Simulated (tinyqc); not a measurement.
Eight-band Kane k.p model: sweeps and comparisons. A value that a table varies takes the place of the one given here.

Eight-band Kane model, basis S, X, Y, Z times spin, zero of energy at the top of the unstrained valence band, c = hbar^2/2m0. Within each spin: H_SS = Eg + A c k^2, H_SX = i P kx (likewise Y, Z), H_XX = -Dso/3 + L kx^2 + M (ky^2 + kz^2), H_XY = N kx ky, and cyclic. Spin-orbit term (Dso/3) L.sigma on X, Y, Z with (L_k)_ij = -i epsilon_kij: <X+|H|Y+> = -i Dso/3, <X+|H|Z-> = Dso/3, <Y+|H|Z-> = -i Dso/3, <Z+|H|X-> = -Dso/3, <Z+|H|Y-> = i Dso/3, <X-|H|Y-> = i Dso/3, and their conjugates; + and - are the spin along z. Terms from inversion asymmetry are left out, so every level is twofold.

P = sqrt(Ep c); A = 1/me - Ep (Eg + 2 Dso/3)/(Eg (Eg + Dso)) keeps the electron mass; g1' = g1 - Ep/(3 Eg), g2' = g2 - Ep/(6 Eg), g3' = g3 - Ep/(6 Eg) remove the coupling to S that the Luttinger values already hold; L = -c (g1' + 4 g2'), M = -c (g1' - 2 g2'), N = -6 c g3'.

Constants: hbar^2/2m0 = 3.80998211 eV angstrom^2.

Parameters, chosen for this exercise (near those of InAs; the results hold for these values, not for the real material):
- Eg = 0.411 eV (gap at Gamma to the s-like level)
- Dso = 0.372 eV (spin-orbit splitting)
- Ep = 21.9 eV (Kane energy)
- me = 0.0265 m0 (electron mass at Gamma)
- g1 = 19.94 (Luttinger gamma1)
- g2 = 8.61 (gamma2)
- g3 = 9.12 (gamma3)
- kmax = 0.05 1/angstrom (end of the path)

## Non-parabolicity of the conduction band

Unstrained, along [110], six points up to kmax. Parabolic: E = c k^2/me. Two-band form: E (1 + alpha E) = c k^2/me with alpha = (1 - me)^2/Eg. The column alpha(k) solves that form for alpha with the eight-band energy. Energies from the conduction edge.

Energies:
```
|k| (1/angstrom)  parabolic (eV)  two-band (eV)  eight-band (eV)  alpha(k) (1/eV)  parabolic / eight-band
0.0083                    0.0100         0.0098           0.0097            2.798                   1.027
0.0167                    0.0399         0.0368           0.0362            2.838                   1.103
0.0250                    0.0899         0.0764           0.0740            2.898                   1.214
0.0333                    0.1597         0.1242           0.1182            2.974                   1.352
0.0417                    0.2496         0.1772           0.1656            3.063                   1.507
0.0500                    0.3594         0.2336           0.2142            3.163                   1.678
```

alpha = 2.306 1/eV

At the last point the parabola lies a factor 1.68 above the eight-band value, and the two-band form 19.4 meV above it. The parabola stays within 5 % up to |k| = 0.0083 1/angstrom of the points listed. alpha(k) goes from 2.798 to 3.163 1/eV, a spread of 13.0 % over this range; the simple rule gives 2.306, 18 % below the first value, as it knows neither Dso nor the remote terms.

## Four, six or eight bands for the holes

Unstrained, along [111]. Six bands: the X, Y, Z block alone with the full g1, g2, g3 in L, M, N. Four bands: the same with Dso sent to infinity. HH, LH and SO name the pairs from the top.

Valence levels (eV):
```
|k| (1/angstrom)     HH 4     HH 6     HH 8     LH 4     LH 6     LH 8     SO 6     SO 8
0.0083            -0.0004  -0.0004  -0.0004  -0.0101  -0.0100  -0.0098  -0.3774  -0.3751
0.0167            -0.0018  -0.0018  -0.0018  -0.0404  -0.0383  -0.0361  -0.3952  -0.3847
0.0250            -0.0040  -0.0040  -0.0040  -0.0909  -0.0798  -0.0723  -0.4306  -0.4020
0.0333            -0.0072  -0.0072  -0.0072  -0.1616  -0.1256  -0.1115  -0.4925  -0.4289
0.0417            -0.0112  -0.0112  -0.0112  -0.2525  -0.1663  -0.1488  -0.5901  -0.4670
0.0500            -0.0162  -0.0162  -0.0162  -0.3637  -0.1979  -0.1812  -0.7277  -0.5176
```

At |k| = 0.0500 the heavy holes of the three models span 0.0 meV and the light holes 182.5 meV. The split-off band moves the light hole by +165.8 meV and treating the conduction band exactly moves it by +16.7 meV more; the split-off band matters more here, where the four-band light-hole energy is 0.98 times Dso and 0.88 times Eg.

## Far from Gamma

Pairs 3 and 4 along [100] out to 3.2 1/angstrom, beyond the zone edge but about the reach pi/h of a grid with h = 1 angstrom, with Ep as given and with Ep rescaled so that A = 1: Ep = (1/me - 1) Eg (Eg + Dso)/(Eg + 2 Dso/3). Crossings of E = Eg/2 are found on a scan of 320 points from 0.05 to 3.2 and refined by bisection.

Levels (eV):
```
kx (1/angstrom)    pair 3   pair 4  pair 3, rescaled  pair 4, rescaled
0.0                 0.000    0.411             0.000             0.411
0.4                -1.658    1.624            -1.658             2.248
0.8                -6.632    0.308            -6.632             4.280
1.2               -14.923   -2.777           -14.923             7.380
1.6               -26.530   -7.338           -26.530            11.667
2.0               -41.453  -13.290           -41.453            17.163
2.4               -59.692  -20.601           -59.692            23.874
2.8               -81.247  -29.261           -81.247            31.801
3.2              -106.119  -39.263          -106.119            40.948
```

A (a pure number) and L (eV angstrom^2) as given: -7.110  -4.173

rescaled Ep = 17.94 eV

A and L rescaled: 1.000  -40.888

Crossings of mid-gap:
```
set       number  first kx (1/angstrom)
as given       1                  0.818
rescaled       0                      -
```

Is the parameter set safe for a calculation on a fine real-space grid?

No. A level crosses the middle of the gap at kx = 0.818 1/angstrom; a grid of step h reaches k = pi/h, so one with h below about 3.8 angstrom can return spurious states, and finite differences, which weaken the linear term at large k, can do so on coarser grids too. At large kx the S and X states dominate and (A c k^2)(L k^2) - P^2 k^2 must vanish for a state in the gap, which needs A L > 0, near k = P/sqrt(A c L); here A = -7.110 and L = -4.173 have the same sign, which puts the estimate at 0.86 1/angstrom. In the rerun with Ep = 17.94 eV, A = 1.000 and L = -40.888 have opposite signs, and no level crosses, so the rescaling cures it. Electron, heavy- and light-hole masses at Gamma are the same for both sets.

## What each parameter does

Unstrained; levels at |k| = kmax along [110], all derived values formed anew. Each row changes one parameter from the base and keeps the others.

Results:
```
case             conduction (eV)  heavy hole (eV)  light hole (eV)  split-off (eV)
base                      0.6252          -0.0184          -0.1823         -0.5155
Eg = 0.4521 eV            0.6701          -0.0184          -0.1816         -0.5310
Dso = 0.3348 eV           0.6239          -0.0183          -0.1745         -0.4892
Ep = 19.71 eV             0.6239          -0.0184          -0.1796         -0.5249
me = 0.0292 m0            0.6017          -0.0184          -0.1865         -0.5210
g1 = 17.946               0.6307           0.0006          -0.1657         -0.4996
g2 = 9.471                0.6231          -0.0144          -0.1806         -0.5190
g3 = 8.208                0.6324          -0.0315          -0.1867         -0.5052
```

The largest shifts from the base row, up to three for each result and ties (the steps differ in size, so this ranks the rows, not the parameters). conduction (eV): Eg +0.0449, me -0.0236, g3 +0.0071. heavy hole (eV): g1 +0.0190, g3 -0.0131, g2 +0.0040; unchanged at the printed digits by Eg, Ep and me. light hole (eV): g1 +0.0166, Dso +0.0078, g3 -0.0043. split-off (eV): Dso +0.0263, g1 +0.0159, Eg -0.0155.

Computed by tinyqc, a small Python program: `OMP_NUM_THREADS=1 python tinyqc.py 1080988 1080989 out.jsonl` (the numbers bound the seed that draws the inputs); one thread of a shared host (Intel(R) Xeon(R) Processor @ 2.30GHz), about 0.1 s for the whole set of steps.
